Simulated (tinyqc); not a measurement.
Subthreshold parameters from three currents.

Inverse problem. Far below threshold and for Vds well above Vt the virtual-source current tends to I = Cinv n Vt vx0 exp((Vgs - VT0 + dl Vds + al Vt)/(n Vt)) per width, with constant n; the three currents follow this limit. Find n, dl and VT0.

Inputs (values chosen for the exercise): temperature T = 350 K; inversion capacitance Cinv = 3.99 uF/cm^2; velocity at the virtual source vx0 = 1.37e7 cm/s; threshold shift (in units of Vt) from weak to strong inversion al = 3.5.

Constants: q = 1.602176634e-19 C, kB = 1.380649e-23 J/K, Vt = kB T/q. Results are converted to the units shown.

I at (Vgs, Vds) = (-0.2, 0.3), (-0.12, 0.3) and (-0.2, 1.2) V (nA/um): [1.9185471, 12.261156, 28.913618]

Answer. The first two currents differ in Vgs alone and give n; the first and third differ in Vds alone and give dl; the size of the first then gives VT0.

n = 1.430
dl = 0.1300 V/V
VT0 = 0.4500 V

Numbers from tinyqc (`OMP_NUM_THREADS=1 python tinyqc.py 2380123 2380124 out.jsonl`; about 0.06 s on one thread of a shared Intel Xeon 2.30GHz).
